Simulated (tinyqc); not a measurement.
# Ideality, resistance and saturation current from three points

Problem. Well above I0 a diode obeys V = n Vt ln(I/I0) + Rs I. Find n, Rs and I0.

Parameters, values chosen for the exercise: temperature T = 200 K.

Constants: q = 1.602176634e-19 C, kB = 1.380649e-23 J/K, Vt = kB T/q. Results are converted to the units shown.

I (A): [0.003, 0.027, 0.25]
V (V): [0.071787219, 0.17597039, 0.81796259]

Answer. The equation is linear in a = n Vt, Rs and c = -a ln I0; three points give a 3 x 3 system.

n = 1.040
Rs = 2.700 ohm
I0 = 8.590e-5 A

Computed by the program tinyqc: `OMP_NUM_THREADS=1 python tinyqc.py 2640023 2640024 out.jsonl`, one thread of a shared Intel Xeon 2.30GHz, about 0.01 s for the whole run.
